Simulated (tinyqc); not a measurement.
Sheet resistance and Hall data of a diffused or implanted layer. From sheet resistance R_s back to peak concentration N_0. Computed by tinyqc, a small Python program. Command: `OMP_NUM_THREADS=1 python tinyqc.py 3009152 3009153 out.jsonl layer inv`. One thread of a shared host (Intel(R) Xeon(R) Processor @ 2.30GHz), about 0.02 s of CPU time with the checks.

Carriers are taken equal to the net active doping down to the junction (full ionisation, which deep dopants in wide-gap hosts do not reach; no spill-over, no depletion), and the Hall factor is 1.

Inputs (values chosen for the exercise, modelled on phosphorus in silicon): mu_min = 70.1 cm^2/(V s); mu_max = 1390 cm^2/(V s); N_ref = 9e+16 1/cm^3; exponent alpha = 0.71; length scale l = 210 nm; background doping N_B (opposite type) = 1.1e+15 1/cm^3.

Profile: Gaussian at the surface. Activation: complete.

Constants: e = 1.602176634e-19 C.

Method:
- N(x) = N_0 exp(-x^2/l^2), dose N_0 l sqrt(pi)/2, junction x_j = l sqrt(ln(N_0/N_B)).
- Mobility mu = mu_min + (mu_max - mu_min)/(1 + (N_t/N_ref)^alpha), N_t = active doping + N_B; carriers n = active doping - N_B, all dopants active.
- Integrals from x_0 (0 unless stated) to x_j by the midpoint rule on 400 even intervals: 1/R_s = e int n mu dx; sheet density n_s = int n dx; Hall sheet density (int n mu dx)^2/int n mu^2 dx; Hall mobility int n mu^2 dx/int n mu dx.
- Mean conductivity 1/(R_s x_j); mean mobility 1/(e n_s R_s).

Question. A run gave the result below. Find the peak concentration N_0, known to lie between 3.3e+19 and 8.5e+19 1/cm^3.

sheet resistance R_s = 77.33933 ohm

Answer.

Each step takes the trial c = (a f_b - b f_a)/(f_b - f_a), f being the result less the target and a, b, c the logarithms of the listed values; c replaces end b, the old b replaces a if the sign of f changed, and otherwise f_a is halved.

Scan of the range:
```
peak concentration N_0 (1/cm^3)  sheet resistance R_s (ohm)
3.30e+19                                            98.4986
3.86e+19                                            86.9801
4.52e+19                                            76.5727
5.30e+19                                            67.1913
6.20e+19                                            58.9523
7.26e+19                                            51.5793
8.50e+19                                            45.0493
```

False position (Illinois rule, in the logarithm of the input) inside the bracket:
```
step        end a        end b        trial  sheet resistance R_s (ohm)
1     3.86000e+19  4.52000e+19  4.46775e+19                     77.3006
2     3.86000e+19  4.46775e+19  4.46255e+19                     77.3739
3     4.46775e+19  4.46255e+19  4.46500e+19                     77.3393
4     4.46255e+19  4.46500e+19  4.46500e+19                     77.3393
```

Sheet resistance R_s falls at every point of a 13-point scan of the range (every second point is shown), so one value fits; it is bracketed by 3.86e19 and 4.52e19. Answer: peak concentration N_0 = 4.465e19 1/cm^3.
